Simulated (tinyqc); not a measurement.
Inside a calculation. Model: capacitance of parallel on-chip lines from Laplace's equation on a mesh.

Program tinyqc, `OMP_NUM_THREADS=1 python tinyqc.py 2790113 2790114 out.jsonl`; Intel Xeon 2.30GHz, shared host, one thread, about 0.7 s. Printed values are rounded.

Cross-section of an endless row of equal lines between two grounded planes; neighbours are driven in antiphase (+1 V and -1 V), so the plane midway between two lines is at 0 V. By symmetry one quarter is solved: x runs from the centre of a line (column 0, mirror) to that midplane (column 5, 0 V), y from the mid-height of the line (row 0, mirror) to the ground plane (row 3, 0 V). The line fills columns 0 to 2 and rows 0 to 1 at 1 V. Cells beside the line (below row 1) have e2, cells above have e1. Each link between nodes has the conductance g = mean permittivity of the two cells beside it (a cell beyond a mirror counts as 0), and the free nodes obey sum g (V_neighbour - V) = 0.

Values chosen for this exercise:
- e1 = 3.9 (relative permittivity above and below the lines)
- e2 = 3.9 (relative permittivity between the lines)
- om = 1.4 (over-relaxation factor)

Constants: eps0 = 8.8541878128e-12 F/m. Results are converted to the units shown.

## Link conductances

gx[j, i] joins node (row j, column i) to column i + 1, gy[j, i] to row j + 1.

gx:
```
,col 0,col 1,col 2,col 3,col 4
row 0,1.95,1.95,1.95,1.95,1.95
row 1,3.9,3.9,3.9,3.9,3.9
row 2,3.9,3.9,3.9,3.9,3.9
row 3,1.95,1.95,1.95,1.95,1.95
```

gy:
```
,col 0,col 1,col 2,col 3,col 4,col 5
row 0,1.95,3.9,3.9,3.9,3.9,1.95
row 1,1.95,3.9,3.9,3.9,3.9,1.95
row 2,1.95,3.9,3.9,3.9,3.9,1.95
```

## Iteration 1: relaxation sweep

V at the start (V):
```
,col 0,col 1,col 2,col 3,col 4,col 5
row 0,1,1,1,0,0,0
row 1,1,1,1,0,0,0
row 2,0,0,0,0,0,0
row 3,0,0,0,0,0,0
```

One sweep visits the free nodes row by row from row 0, left to right, and replaces V by V + om (weighted mean of the neighbours - V), using new values at once.

V after sweep 1 (V):
```
,col 0,col 1,col 2,col 3,col 4,col 5
row 0,1.000000,1.000000,1.000000,0.350000,0.122500,0.000000
row 1,1.000000,1.000000,1.000000,0.472500,0.208250,0.000000
row 2,0.350000,0.472500,0.515375,0.345756,0.193902,0.000000
row 3,0.000000,0.000000,0.000000,0.000000,0.000000,0.000000
```

## Iteration 2: relaxation sweep

As before.

V after sweep 2 (V):
```
,col 0,col 1,col 2,col 3,col 4,col 5
row 0,1.000000,1.000000,1.000000,0.583625,0.301044,0.000000
row 1,1.000000,1.000000,1.000000,0.559171,0.285641,0.000000
row 2,0.540750,0.530644,0.450590,0.282980,0.121456,0.000000
row 3,0.000000,0.000000,0.000000,0.000000,0.000000,0.000000
```

## Course of the relaxation

Stop when no node changes by 1e-7 V. C = 4 eps0 sum g (difference of V along the link)^2, in aF/um.

Course of the iteration:
```
sweep,C (aF/um),largest change (V)
1,305.6183,0.515
2,283.9073,0.234
3,281.6365,0.0654
4,280.9017,0.0527
5,280.7568,0.0279
6,280.7112,0.0148
7,280.7099,1.52e-3
8,280.7094,9.73e-4
9,280.7094,4.17e-4
10,280.7093,2.88e-4
11,280.7093,1.44e-4
12,280.7093,2.58e-5
13,280.7093,1.09e-5
14,280.7093,6.60e-6
15,280.7093,2.37e-6
16,280.7093,7.80e-7
17,280.7093,5.70e-7
18,280.7093,1.69e-7
19,280.7093,3.44e-8
```

Converged in 19 sweeps. Over the last four sweeps the change shrinks by about 0.35 a sweep. C comes down from above, since the solution minimises the energy.

## Capacitance per length

converged V (V):
```
,col 0,col 1,col 2,col 3,col 4,col 5
row 0,1.000000,1.000000,1.000000,0.571742,0.254690,0.000000
row 1,1.000000,1.000000,1.000000,0.516140,0.223509,0.000000
row 2,0.491127,0.482255,0.437891,0.269309,0.123204,0.000000
row 3,0.000000,0.000000,0.000000,0.000000,0.000000,0.000000
```

C = 4 eps0 sum g (difference of V)^2 over all links (twice the energy of the four quarters, line at 1 V). Plate estimate without fringing: eps0 [2 e1 w/hd + 2 e2 t/(s/2)], w = 4 hx, t = 2 hx, s/2 = 3 hx, hd = 2 hx.

C = 280.7093 aF/um
plate estimate = 184.1671 aF/um

C depends on the shape only, not on the mesh step hx. Meshes 6, 12 and 24 times finer extrapolate (Aitken) to 263.8 aF/um; this mesh is 6.4 % above that, and the plate estimate is 30 % below it.
